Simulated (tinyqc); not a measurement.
Deep trap from a strong local potential in a two-band host (Koster-Slater model with semi-elliptic bands). From vacancy level back to valence weight f_v of the site orbital. Computed by tinyqc, a small Python program. Command: `OMP_NUM_THREADS=1 python tinyqc.py 3006564 3006565 out.jsonl deeptrap inv`. One thread of a shared host (Intel(R) Xeon(R) Processor @ 2.30GHz), about 0.03 s of CPU time with the checks.

The valence band spans -2 W_v to 0 and the conduction band E_g to E_g + 2 W_c. The orbital at the impurity site has weight f_v in the valence band and 1 - f_v in the conduction band, each spread as a semi-ellipse (2/(pi W^2)) sqrt(W^2 - x^2) about the band centre. The impurity adds U to this orbital. Spin is left out.

Inputs (values chosen for the exercise, with a gap close to that of CdS): gap E_g = 2.52 eV; half-width of the valence band W_v = 5 eV; half-width of the conduction band W_c = 4.4 eV.

Impurity: attractive, donor-like.

Method. In the gap G(E) = f_v (2/W_v^2)[x - sqrt(x^2 - W_v^2)] - (1 - f_v)(2/W_c^2)[y - sqrt(y^2 - W_c^2)], x = E + W_v, y = E_g + W_c - E. G falls across the gap from G(0) to G(E_g). A repulsive U binds if U > 1/G(0), an attractive one if U < 1/G(E_g); the vacancy level (U infinite) solves G(E) = 0 (bisection).

Problem. A run gave the result below. Find the valence weight f_v of the site orbital, known to lie between 0.41 and 0.63.

vacancy level = 1.116896 eV

Solution.

Each step takes the trial c = (a f_b - b f_a)/(f_b - f_a), f being the result less the target and a, b, c the logarithms of the listed values; c replaces end b, the old b replaces a if the sign of f changed, and otherwise f_a is halved.

Scan of the range:
```
valence weight f_v of the site orbital  vacancy level (eV)
0.410                                              0.48398
0.440                                              0.68090
0.473                                              0.91151
0.508                                              1.16513
0.546                                              1.44348
0.586                                              1.73114
0.630                                              2.02842
```

False position (Illinois rule, in the logarithm of the input) inside the bracket:
```
step     end a     end b     trial  vacancy level (eV)
1     0.473000  0.508000  0.501150             1.11507
2     0.508000  0.501150  0.501398             1.11688
3     0.508000  0.501398  0.501402             1.11691
4     0.501398  0.501402  0.501400             1.11690
```

Vacancy level rises at every point of a 13-point scan of the range (every second point is shown), so one value fits; it is bracketed by 0.473 and 0.508. Answer: valence weight f_v of the site orbital = 0.5014.
